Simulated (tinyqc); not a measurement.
## Biaxially strained (001) channel, valley splitting in an inversion layer: effect of the temperature

A thin layer grown on a relaxed buffer is stretched in the plane. The two valleys with their long axis along the growth direction (D2) sink against the four in-plane ones (D4); confinement in a triangular well splits them too. Only the lowest subband of each set is kept; one relaxation time, so the weakening of intervalley scattering is left out.

e_par = b1 x, e_perp = -2 (c12/c11) e_par, splitting D = Xu (e_par - e_perp), in-plane stress (c11 + c12 - 2 c12^2/c11) e_par. Levels E(m) = 2.33811 (hbar^2 q^2 F^2/(2 m))^(1/3): E2 = E(ml), E4 = E(mt) + D; N2 = 2 mt kB T/(pi hbar^2), N4 = 4 sqrt(mt ml) kB T/(pi hbar^2). EF solves Ns = N2 ln(1 + exp((EF - E2)/Vt)) + N4 ln(1 + exp((EF - E4)/Vt)); f2 is the share in D2, and 1/mc = f2/mt + (1 - f2)(1/mt + 1/ml)/2. The gain is mc(x = 0)/mc.

Inputs (values chosen for the exercise); values close to those of silicon on relaxed silicon-germanium: germanium share of the relaxed buffer x = 0.26; lattice mismatch per unit x b1 = 0.0418; elastic constant c11 = 163 GPa; elastic constant c12 = 62.9 GPa; shear deformation potential Xu = 8.87 eV; longitudinal mass ml = 0.89 m0; transverse mass mt = 0.188 m0; confining field F = 0.66 MV/cm; inversion density Ns = 3.7e12 cm^-2.

Constants: q = 1.602176634e-19 C, kB = 1.380649e-23 J/K, hbar = 1.054571817e-34 J s, m0 = 9.1093837015e-31 kg, Vt = kB T/q, hbar^2/(2 m0) = 0.0380998212 eV nm^2. Results are converted to the units shown.

The same in every row: D (meV) = 170.8.

Effect of the temperature:
```
T (K)  f2 without strain      f2  mc (m0)   gain
150               0.9892   1.000   0.1880  1.004
195               0.9603   1.000   0.1880  1.016
240               0.9139   1.000   0.1880  1.035
285               0.8581  0.9998   0.1880  1.059
330               0.8004  0.9993   0.1881  1.085
375               0.7454  0.9980   0.1881  1.111
420               0.6951  0.9956   0.1883  1.135
465               0.6502  0.9914   0.1886  1.156
```

As T goes from 150 to 465 K, f2 falls from 1.00 to 0.991 (without strain: it falls from 0.989 to 0.650) and the gain rises from 1.00 to 1.16.

Computed by the program tinyqc: `OMP_NUM_THREADS=1 python tinyqc.py 2530047 2530048 out.jsonl`, one thread of a shared Intel Xeon 2.30GHz, about 0.02 s for the whole run.
